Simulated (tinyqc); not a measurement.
Critical temperature from a phonon spectrum: McMillan, Allen-Dynes and the linearised Eliashberg equation: one step, computed by the program tinyqc. Command: `OMP_NUM_THREADS=1 python tinyqc.py 3017629 3017630 out.jsonl eliashberg walk`. One thread of a shared host (Intel(R) Xeon(R) Processor @ 2.30GHz), about 0.02 s of CPU time with the checks.

alpha^2 F(omega) = sum_i (lambda_i omega_i/2) delta(omega - omega_i), so that lambda = 2 int alpha^2 F/omega d omega = sum_i lambda_i.

Problem. The small kernel at the trial temperature. Linearised Eliashberg equation at omega_n = (2n + 1) pi k_B T, n = 0..N-1: lambda(j) = sum_i lambda_i omega_i^2/(omega_i^2 + (2 pi j k_B T)^2); K_mn = lambda(m - n) + lambda(m + n + 1) - 2 mu*(N) - delta_mn [2m + 1 + lambda(0) + 2 sum_(j=1..m) lambda(j)], with 1/mu*(N) = 1/mu* + ln(omega_rms/omega_N), omega_N = (2N + 1) pi k_B T. T_c is where the largest eigenvalue rho of K is zero.

Inputs (values chosen for the exercise, for a model metal):

| quantity | value | unit |
|---|---|---|
| peak energy omega_1 | 12.1 | meV |
| coupling lambda_1 | 0.215 | - |
| peak energy omega_2 | 30.2 | meV |
| coupling lambda_2 | 0.191 | - |
| peak energy omega_3 | 44.2 | meV |
| coupling lambda_3 | 0.19 | - |
| Coulomb pseudopotential mu* | 0.1 | - |
| trial temperature | 7.95 | K |
| Matsubara points N in the small matrix | 6 | - |

Peaks in alpha^2 F: three.

omega_rms = 31.11112 meV

Constants: k_B = 8.617333262e-05 eV/K.

Give: lambda(j), j = 0, 1, ...; mu*(N); K.

Solution.

lambda(j), j = 0, 1, ...: 0.5960  0.5663  0.5024  0.4370  0.3802  0.3319  0.2907  0.2553  0.2249  0.1988  0.1763  0.1569

mu*(N) = 0.09895

K, lower triangle (symmetric):
```
       1      2      3      4       5       6
1  -0.63
2   0.87  -3.89
3   0.74   0.75  -7.00
4   0.62   0.64   0.66  -9.95
5   0.51   0.53   0.56   0.59  -12.77
6   0.42   0.44   0.46   0.50    0.54  -15.48
```
